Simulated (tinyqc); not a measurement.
Smoothing against break-up: capillary instabilities by surface diffusion: grooving and agglomeration of films, edge retraction, wire break-up and smoothing of roughness. Computed by tinyqc, a small Python program. Command: `OMP_NUM_THREADS=1 python tinyqc.py 3017331 3017332 out.jsonl dewet walk`. One thread of a shared host (Intel(R) Xeon(R) Processor @ 2.30GHz), about 0.01 s of CPU time with the checks.

Isotropic surface energy; shapes change by surface diffusion alone.

Inputs (values chosen for the exercise, of the order of those of a copper film):
```
quantity,value,unit
surface energy gamma_s,1.66,J/m^2
grain-boundary energy gamma_b,0.81,J/m^2
interface energy gamma_i,1.2,J/m^2
atomic volume Omega,11.8,angstrom^3
surface sites nu,9.8,1/nm^2
prefactor D0,3.6e-06,m^2/s
activation energy Q,0.987,eV
temperature T,872,K
film thickness h,40,nm
grain radius R,400,nm
wire radius r,7.8,nm
initial ripple over radius,0.02,-
roughness wavelength lambda,13,nm
```

Grooves: at the surface and the interface.

Constants: k_B = 8.617333262e-05 eV/K; k_B = 1.380649e-23 J/K.

Method:
- Groove angle beta: sin(beta) = gamma_b/(2 gamma). For circular grains of radius R with spherical caps the groove ends (measured from the mean surface) at the depth R g(beta), g = (2 - 3 cos beta + cos^3 beta)/(3 sin^3 beta). The film parts if R [g(beta_s) + g(beta_i)] > h.
- B = D_s nu gamma_s Omega^2/(k_B T), D_s = D0 exp(-Q/(k_B T)).
- A wire with r + A cos(k z) has dA/dt = (B/r^4) (kr)^2 [1 - (kr)^2] A: unstable for wavelengths above 2 pi r, fastest at kr = 1/sqrt 2 with the rate B/(4 r^4); break-up time about (4 r^4/B) ln(r/A0); each wavelength makes a sphere of radius (3 r^2 lambda_m/4)^(1/3).
- Roughness of wavelength lambda on a flat face decays as exp[-B (2 pi/lambda)^4 t]; the smoothing time is that for a factor e^3.

beta_s = 14.1213 degrees

Times (s); the last column is (h/(0.780 tan beta_s))^4/B:
```
T (K),B (nm^4/s),smoothing,wire break-up,groove to depth h
741,1.5438e+05,3.5611e-04,0.37518,11183
785,3.4658e+05,1.5862e-04,0.16712,4981
828,7.0101e+05,7.8424e-05,0.08263,2463
872,1.3377e+06,4.1096e-05,0.04330,1291
916,2.3933e+06,2.2970e-05,0.02420,721
959,4.0047e+06,1.3728e-05,0.01446,431
1046,9.9147e+06,5.5449e-06,0.00584,174
```

What follows from these numbers?

All times share 1/B, so their ratios do not depend on T: break-up over smoothing is 1100. An anneal can smooth this roughness well before the wire breaks. Smoothing is safe for lambda well below 2 pi r, above which a ripple along the wire grows instead. B spans 1.8 decades over these rows.
